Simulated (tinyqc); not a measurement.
AlGaN/GaN HEMT with access regions, lumped model: two steps of the calculation.

A polarisation-induced electron sheet under a Schottky gate, in series with two ungated access regions and contacts. Drift law v = mu E/(1 + mu E/vs) under the gate. Currents in mA/mm, resistances in ohm mm. No self-heating, no channel-length modulation; fits for polarisation, barrier and offset are chosen for the exercise.

Inputs (values chosen for the exercise); values close to those of AlGaN/GaN structures: aluminium share of the barrier x = 0.34; barrier thickness d = 25 nm; relative permittivity of barrier and channel eps_r = 9; channel mobility mu = 1500 cm^2/(V s); saturation velocity vs = 1.2e7 cm/s; gate length Lg = 0.25 um; source access length Ls = 1.5 um; drain access length Ld = 16 um; resistance of each contact Rc = 0.17 ohm mm; share of the drain-access electrons removed by traps ft = 0; gate voltage Vg = 1 V; critical field Ec = 3.1 MV/cm; depth over which the depleted charge spreads te = 0.22 um; insulator under the field plate tf = 500 nm; relative permittivity of that insulator ei = 7.5.

Constants: q = 1.602176634e-19 C, eps0 = 8.8541878128e-14 F/cm where lengths are in cm. Results are converted to the units shown.

Question 1. Polarisation charge, threshold and sheet resistance. sigma = (5e13 x + 1.6e13 x^2) cm^-2, phiB = 0.84 + 1.3 x, dEc = 0.7 (1.71 x + x^2) in volts, Cb = eps0 eps_r/d, VT = phiB - dEc - q sigma/Cb, access density n0 = -Cb VT/q. Rsh = 1/(q mu n0); largest access current q n0 vs.

Give: sigma; Cb; VT; n0; Rsh; q n0 vs.

Answer 1.

sigma = 1.885e13 cm^-2
Cb = 0.3188 uF/cm^2
VT = -8.681 V
n0 = 1.727e13 cm^-2
Rsh = 240.9 ohm
q n0 vs = 3320 mA/mm

Question 2. On-resistance and breakdown. Ron = 2 Rc + Ls/(q mu n0) + Ld/(q mu (1 - ft) n0) + Lg/(mu Cb (Vg - VT)). Off state: a depleted stretch that holds the voltage V has the peak field sqrt(k V), k = 2 q n0/(eps0 eps_r te), so one edge holds V1 = Ec^2/k. The sheet under the plate pinches off at Vf = q n0 (1/Cb + tf/(eps0 ei)); beyond it the gate edge is screened. BV = V1 if Vf >= V1, else Vf + V1, and at most Ec Ld. Specific resistance Ron (Ls + Lg + Ld); figure of merit BV^2 over it.

Find: Ron; Vf; V1; BV; specific resistance; figure of merit.

Answer 2.

Ron = 4.610 ohm mm
Vf = 217.0 V
V1 = 30.44 V
BV = 30.44 V
specific resistance = 0.8184 mohm cm^2
figure of merit = 1.133 MW/cm^2

The plate pinches off too late to screen the gate edge, so it adds nothing.

Program tinyqc, `OMP_NUM_THREADS=1 python tinyqc.py 2570165 2570166 out.jsonl`; Intel Xeon 2.30GHz, shared host, one thread, about 0.04 s.
